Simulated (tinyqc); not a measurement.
Bandgap voltage reference from two bipolar transistors: one step of the calculation.

Two transistors of area 1 and N carry the same current I. Is(T) = Is (T/T0)^eta exp[(Vg0 q/kB)(1/T0 - 1/T)], VBE1 = Vt ln(I/Is(T)) + I rb, VBE2 = Vt ln(I/(N Is(T))) + I rb/N. The amplifier forces I R1(T) = VBE1 - VBE2 + Vos, with R(T) = R (1 + tc (T - T0)) for both resistors, and the output is Vref = VBE1 + I R2(T). Base currents and the Early effect are neglected.

Question. Operating point at another temperature. Vt = kB T/q; I = (Vt ln N + Vos)/(R1(T) - rb (1 - 1/N)).

Parameters, values chosen for the exercise; values of the order met in silicon bipolar transistors: reference temperature T0 = 298 K; band-gap voltage extrapolated to 0 K Vg0 = 1.205 V; temperature exponent of the saturation current eta = 3.5; saturation current of the unit transistor at T0 Is = 5.7e-17 A; area ratio of the second transistor N = 10; resistor across which the difference of VBE falls, at T0 R1 = 34 kohm; temperature coefficient of both resistors tc = 0 ppm/K; offset of the amplifier Vos = 0 mV; series resistance of the unit transistor rb = 35 ohm; output resistor at T0 R2 = 380.4 kohm; temperature T = 398 K.

Constants: q = 1.602176634e-19 C, kB = 1.380649e-23 J/K. Results are converted to the units shown.

Wanted: Vt; I; Is(T); VBE1; I R2; Vref.

Answer.

Vt = 0.03430 V
I = 2.325 uA
Is(T) = 2.070e-11 A
VBE1 = 0.3989 V
I R2 = 0.8844 V
Vref = 1.283 V

From T0 to T, VBE1 changes by -221 mV and I R2 by 222 mV, which leaves 1.09 mV in Vref.

tinyqc, about 0.02 s, one thread, Intel Xeon 2.30GHz (shared host): `OMP_NUM_THREADS=1 python tinyqc.py 2062171 2062172 out.jsonl`
